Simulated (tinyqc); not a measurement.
Comparisons within one model: Slater-Koster d bands of a bcc metal. A value that a table varies takes the place of the one given here.

Slater-Koster d bands. For a bond with direction cosines (l, m, n) the 5 x 5 block is dds Ps + ddp Pp + ddd (1 - Ps - Pp), the projectors on sigma, pi and delta states about the bond; for instance <xy|xy> = 3 l^2 m^2 dds + (l^2 + m^2 - 4 l^2 m^2) ddp + (n^2 + l^2 m^2) ddd, <xy|yz> = 3 l m^2 n dds + l n (1 - 4 m^2) ddp + l n (m^2 - 1) ddd and <3z2-r2|3z2-r2> = (n^2 - (l^2 + m^2)/2)^2 dds + 3 n^2 (l^2 + m^2) ddp + (3/4)(l^2 + m^2)^2 ddd. H(k) sums the blocks times cos(k.R) over the neighbours; the d level is the zero of energy; k in 2 pi/a.

Neighbours: eight at (a/2)(1,1,1) and equivalents, and six at a(1,0,0) and equivalents with the integrals times f2.

Mesh: k = f1 b1 + f2 b2 + f3 b3 with fractions (j + 1/2)/N, j = 0 to N - 1, and b = (-1,1,1), (1,-1,1), (1,1,-1) for fcc, (0,1,1), (1,0,1), (1,1,0) for bcc, unit vectors for simple cubic. The lowest Nd/10 of all levels are filled with two electrons each; the bond energy is their sum per atom.

Values chosen for the exercise (of the size met in Nb; shifted at random, so the results belong to these values and not to a real crystal): dds = -1.266 eV (dd sigma); ddp = 0.734 eV (dd pi); ddd = -0.152 eV (dd delta); f2 = 0.487 (factor on all three integrals for second neighbours); N = 10 (mesh).

## Band filling: full bands against the rectangular model

W = sqrt(12 mu2) with mu2 the mean square level on the mesh; rectangular model: Fermi level W (Nd/10 - 1/2), bond energy -W Nd (10 - Nd)/20. The Fermi level of the mesh is the highest filled level.

Per atom (eV):
```
Nd  EF, bands  bond energy, bands  EF, rectangle  bond energy, rectangle
1      -3.070              -3.503         -3.141                  -3.534
2      -2.582              -6.290         -2.356                  -6.282
3      -1.921              -8.562         -1.570                  -8.245
4      -0.864             -10.085         -0.785                  -9.423
5       0.666              -9.962          0.000                  -9.815
6       1.293              -8.925          0.785                  -9.423
7       1.632              -7.438          1.570                  -8.245
8       1.955              -5.692          2.356                  -6.282
9       2.799              -3.359          3.141                  -3.534
```

W = 7.852 eV
full width on the mesh = 9.175 eV

What can be read from the table?

The bond energy is deepest at Nd = 4 (-10.085 eV); the rectangle has its minimum at 5. The two differ most at Nd = 7, by 0.807 eV or 8 % of the deepest value: the second moment fixes the parabola, and higher moments the rest. At Nd = 3 and 7 the bands give -8.562 and -7.438 eV, a skew towards less than half filling.

## Which lattice a d-band metal prefers

fcc has twelve neighbours, bcc eight and six (the six times f2), simple cubic six. The integrals of bcc and sc are scaled so that all three have the second moment of fcc, which stands for equal repulsion (structural energy difference theorem). s and p electrons are left out.

Bond energy per atom:
```
Nd  fcc (eV)  bcc - fcc (meV)  sc - fcc (meV)
1     -4.222              270             -98
2     -7.234              135             -22
3     -9.481             -181             351
4    -10.872             -509             658
5    -11.225              -17             726
6    -10.524              453             310
7     -8.915              522            -215
8     -6.628              205            -628
9     -3.604             -186            -717
```

scale factors: bcc 1.1285, sc 1.4142

mu3/mu2^1.5: fcc -0.190, bcc -0.181, sc 0.000

mu4/mu2^2: fcc 1.826, bcc 1.701, sc 2.293

largest change of a difference when N is raised to 14 = 23 meV

What can be read from the table?

fcc is lowest for Nd = 6. bcc is lowest for Nd = 3, 4 and 5. sc is lowest for Nd = 1, 2, 7, 8 and 9. bcc gains most on fcc at Nd = 4 (-509 meV). A small fourth moment marks a two-peaked band, which tends to favour fillings near one half; bcc has -7 % against fcc, and at Nd = 5 it lies -17 meV from fcc (differences of a few tens of meV are within the error of the mesh; hcp is left out, and this d-only model can miss the lattice of the real metal). The third moments, from three-membered rings, skew the bands. That simple cubic wins anywhere comes from keeping d bands and equal second moments alone; no transition metal takes it. Differences below about 23 meV are within the error of this mesh, and the s and p electrons left out weigh most where the d band is nearly empty or full.

## What each integral does

Levels at Gamma, E(t2g) = (8/3) dds + (16/9) ddp + (32/9) ddd + f2 (4 ddp + 2 ddd), E(eg) = (16/3) ddp + (8/3) ddd + f2 (3 dds + 3 ddd), and W = sqrt(12 mu2), the width of a rectangular band with the same second moment mu2 = z (dds^2 + 2 ddp^2 + 2 ddd^2)/5, z = 8 + 6 f2^2. Each row changes one parameter from the base and keeps the others.

Results:
```
case              t2g (eV)  eg (eV)  W (eV)
base               -1.3298   1.4376  7.8524
dds = -1.0761 eV   -0.8234   1.7151  7.1834
ddp = 0.8441 eV    -0.9196   2.0248  8.3378
ddd = -0.1748 eV   -1.4330   1.3435  7.8738
f2 = 0.4139        -1.5222   1.7486  7.6860
```

How do the results move?

The largest shifts from the base row, up to three for each result and ties (the steps differ in size, so this ranks the rows, not the parameters). t2g (eV): dds +0.5064, ddp +0.4102, f2 -0.1924. eg (eV): ddp +0.5872, f2 +0.3110, dds +0.2774. W (eV): dds -0.6690, ddp +0.4854, f2 -0.1664. The ratio of the shifts of t2g and eg names the integral: it is the ratio of the coefficients in the two formulas.

Run: tinyqc, `OMP_NUM_THREADS=1 python tinyqc.py 1451132 1451133 out.jsonl`; Intel(R) Xeon(R) Processor @ 2.30GHz, one thread, shared host; about 0.03 s of CPU time with all checks.
